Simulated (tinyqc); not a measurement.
Inside a calculation. Model: strained L valleys, repopulation and conductivity mass.

Computed by the program tinyqc: `OMP_NUM_THREADS=1 python tinyqc.py 2530174 2530175 out.jsonl`, one thread of a shared Intel Xeon 2.30GHz, about 0.01 s for the whole run. Printed values are rounded.

A cubic crystal with four conduction valleys along the <111> axes under uniaxial stress X along [110] (X > 0 is tension); current along [110]. Non-degenerate electrons, fixed total density, one relaxation time for all valleys and stresses, masses unchanged by strain, so the mobility goes as the mean inverse mass.

Inputs (values chosen for the exercise); values close to those of germanium:

| symbol | value | unit | meaning |
|---|---|---|---|
| T | 300 | K | temperature |
| s11 | 9.79 | 1/TPa | compliance |
| s12 | -2.62 | 1/TPa | compliance |
| s44 | 14.5 | 1/TPa | compliance |
| Xu | 16.2 | eV | shear deformation potential |
| ml | 1.64 | m0 | longitudinal mass |
| mt | 0.0812 | m0 | transverse mass |
| X | 110 | MPa | uniaxial stress (tension positive) |

Constants: q = 1.602176634e-19 C, kB = 1.380649e-23 J/K, Vt = kB T/q. Results are converted to the units shown.

## Strain tensor

Stress s_ij = X a_i a_j with a the unit vector along [110]; strain e_ii = s11 s_ii + s12 (s_jj + s_kk), e_ij = s44 s_ij/2.

strain (%):
```
            x           y            z
x  0.03943500  0.03987500   0.00000000
y  0.03987500  0.03943500   0.00000000
z  0.00000000  0.00000000  -0.02882000
```

## Valley shifts and shares

Valley shift dE = Xu (n.e.n - trace(e)/3) with n the valley axis; share f proportional to exp(-dE/Vt).

```
valley   dE (meV)    share f
[111]    4.306500  0.2087353
[-111]  -4.306500  0.2912647
[1-11]  -4.306500  0.2912647
[11-1]   4.306500  0.2087353
```

The splitting is 8.61 meV, 0.33 Vt.

## Conductivity mass and mobility

Inverse mass along the current d = [110]: (n.d)^2/ml + (1 - (n.d)^2)/mt; mu/mu0 = sum f (1/m) over the plain mean of 1/m.

1/m along d, valley [111] to [11-1] (1/m0): 4.511594  12.31527  12.31527  4.511594
conductivity mass = 0.1104062 m0
unstrained value = 0.1188576 m0
mu/mu0 = 1.076548

The possible range, all electrons in one kind of valley, is 0.536 to 1.46.
